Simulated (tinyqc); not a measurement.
Donor in an ellipsoidal valley (Kohn-Luttinger variational method): one step, computed by the program tinyqc.

H = -(d^2/dx^2 + d^2/dy^2) - gamma d^2/dz^2 - 2/r in units built on m_t, with gamma = m_t/m_l and z along the valley axis. One valley; no valley-orbit or central-cell term.

Problem. Effective units. Ry* = Ry m_t/eps^2, a* = a_0 eps/m_t, gamma = m_t/m_l.

Inputs (values chosen for the exercise, modelled on GaP): transverse mass m_t = 0.255 m_0; longitudinal mass m_l = 1.21 m_0; dielectric constant eps = 11.3.

Constants: Ry = 13.605693123 eV; a_0 = 0.529177210903 angstrom.

Give: Ry*; a*; gamma.

Solution.

Ry* = 27.17 meV

a* = 23.45 angstrom

gamma = 0.2107
